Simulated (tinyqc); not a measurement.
Two coupled magnetic layers: synthetic antiferromagnet, spin flop, exchange bias and magnetoresistance: one step, computed by the program tinyqc.

Moments lie in the plane at the angles p1, p2 from the field. Energy per area: E = J1 cos(p1 - p2) + J2 cos^2(p1 - p2) - B M_s (t1 cos p1 + t2 cos p2) + K (t1 cos^2 p1 + t2 cos^2 p2).

Problem. Saturation field. The parallel state is stable while the Hessian at p1 = p2 = 0 is positive: with c = J1 + 2 J2 and u = B M_s - 2K, (u t1 - c)(u t2 - c) > c^2, so B_sat M_s = c (1/t1 + 1/t2) + 2K. B_K = 2K/M_s.

Inputs (values chosen for the exercise, for a model stack): saturation magnetisation M_s = 1280 kA/m; thickness t1 = 4.7 nm; thickness t2 = 4.7 nm; antiferromagnetic coupling J1 = 0.19 mJ/m^2; biquadratic coupling J2 = 0 mJ/m^2; in-plane anisotropy K = 1.5 kJ/m^3; field over the saturation field = 0.65.

Field direction: along the hard axis.

Give: exchange field c (1/t1 + 1/t2)/M_s; B_K; saturation field B_sat; applied field B.

Solution.

exchange field c (1/t1 + 1/t2)/M_s = 63.16 mT

B_K = 2.34375 mT

saturation field B_sat = 65.51 mT

applied field B = 42.58 mT
